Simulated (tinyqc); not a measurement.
Inputs raised by 2 %, one at a time: electromigration in a confined line: Blech product, Korhonen stress evolution and Black's law. Computed by tinyqc, a small Python program. Command: `OMP_NUM_THREADS=1 python tinyqc.py 3029603 3029604 out.jsonl emigr sens`. One thread of a shared host (Intel(R) Xeon(R) Processor @ 2.30GHz), about 0.01 s of CPU time with the checks.

The electron wind pushes atoms from the cathode (x = 0) to the anode (x = L); blocking ends build a back stress (tension positive). The input rho is taken not to change with temperature. d sigma/dt = d/dx [kappa (d sigma/dx + G)], with zero flux at both ends and sigma = 0 at t = 0.

Inputs (values chosen for the exercise, close to those used for ruthenium lines):

| quantity | value | unit |
|---|---|---|
| resistivity rho | 14.9 | micro-ohm cm |
| atomic volume Omega | 13.6 | angstrom^3 |
| effective charge number Z* | 1.5 | - |
| prefactor D0 | 9.9e-07 | m^2/s |
| activation energy E | 1.44 | eV |
| effective modulus B | 56 | GPa |
| critical stress sigma_c | 380 | MPa |
| current density j | 3.2 | MA/cm^2 |
| line length L | 46 | um |
| test temperature T | 290 | C |
| time as a fraction of L^2/kappa, s | 0.31 | - |
| use temperature T_u | 85 | C |
| use current density j_u | 0.33 | MA/cm^2 |
| current exponent n | 2 | - |

Start: stress-free.

Constants: e = 1.602176634e-19 C; k_B = 8.617333262e-05 eV/K; k_B = 1.380649e-23 J/K.

Method:
- G = Z* e rho j/Omega; D = D0 exp(-E/(k_B T)); kappa = D B Omega/(k_B T); drift velocity of an unconfined line v = D Z* e rho j/(k_B T). SI: 1 micro-ohm cm = 1e-8 ohm m, 1 MA/cm^2 = 1e10 A/m^2.
- Temperatures in kelvin are T(C) + 273.15.
- At steady state sigma(x) = G (L/2 - x). A void forms only if the cathode stress reaches sigma_c, that is if j L exceeds (j L)_c = 2 Omega (sigma_c)/(Z* e rho). Time scale tau = L^2/kappa.
- sigma(x, t) = G L [1/2 - x/L - 4 sum_(m odd) cos(m pi x/L) exp(-m^2 pi^2 s)/(m pi)^2], s = t/tau, summed to m = 399.
- The terms at x = 0 are 4 exp(-m^2 pi^2 s)/(m pi)^2; tau = L^2/kappa.
- Median life t50 = A j^(-n) exp(E/(k_B T)); acceleration factor = t50(use)/t50(test) = (j/j_u)^n exp[(E/k_B)(1/T_u - 1/T)].

Runs:

| input moved | from | to | critical product (j L)_c (A/cm) | cathode stress at time s (MPa) | drift velocity (nm/h) | acceleration factor |
|---|---|---|---|---|---|---|
| base run | - | - | 2886.5 | 1864.2 | 0.068144 | 2.2365e+09 |
| resistivity rho (micro-ohm cm) | 14.9 | 15.198 | 2829.9 | 1901.5 | 0.069507 | 2.2365e+09 |
| effective charge number Z* | 1.5 | 1.53 | 2829.9 | 1901.5 | 0.069507 | 2.2365e+09 |
| prefactor D0 (m^2/s) | 9.9e-07 | 1.0098e-06 | 2886.5 | 1864.2 | 0.069507 | 2.2365e+09 |
| activation energy E (eV) | 1.44 | 1.4688 | 2886.5 | 1864.2 | 0.037643 | 3.1412e+09 |
| effective modulus B (GPa) | 56 | 57.12 | 2886.5 | 1864.2 | 0.068144 | 2.2365e+09 |
| critical stress sigma_c (MPa) | 380 | 387.6 | 2944.2 | 1864.2 | 0.068144 | 2.2365e+09 |
| line length L (um) | 46 | 46.92 | 2886.5 | 1901.5 | 0.068144 | 2.2365e+09 |

Exponents ln(y'/y) / ln(x'/x):

| input | critical product (j L)_c | cathode stress at time s | drift velocity | acceleration factor |
|---|---|---|---|---|
| resistivity rho | -1 | 1 | 1.000 | 0.000 |
| effective charge number Z* | -1 | 1 | 1.000 | 0.000 |
| prefactor D0 | 0 | 0 | 1.000 | 0.000 |
| activation energy E | 0 | 0 | -29.969 | 17.154 |
| effective modulus B | 0 | 0 | 0.000 | 0.000 |
| critical stress sigma_c | 1 | 0 | 0.000 | 0.000 |
| line length L | 0 | 1 | 0.000 | 0.000 |

Which inputs matter most for each result?

Among the inputs moved here: critical product (j L)_c answers most in size to resistivity rho (exponent -1.000), and about equally to effective charge number Z* (-1.000), critical stress sigma_c (+1.000); its exponent is below 0.0005 for prefactor D0, activation energy E, effective modulus B, line length L. Its exponent -1.000 in resistivity rho: the field is rho j. Its exponent -1.000 in effective charge number Z*: a stronger wind needs less current. Cathode stress at time s answers most in size to resistivity rho (exponent +1.000), and about equally to effective charge number Z* (+1.000), line length L (+1.000); its exponent is below 0.0005 for prefactor D0, activation energy E, effective modulus B, critical stress sigma_c. Drift velocity answers most in size to activation energy E (exponent -29.969), next to resistivity rho (+1.000); its exponent is below 0.0005 for effective modulus B, critical stress sigma_c, line length L. acceleration factor answers most in size to activation energy E (exponent +17.154); its exponent is below 0.0005 for resistivity rho, effective charge number Z*, prefactor D0, effective modulus B, critical stress sigma_c, line length L.

Caution (all rows): the stress exceeds sigma_c: a void would already have formed and relaxed it, so the value is formal. Caution (all rows): an acceleration factor above a million assumes one mechanism over a range that no test covers. Caution (all rows): j_u L lies below the critical product, so the acceleration factor is formal: at use the line would not void.
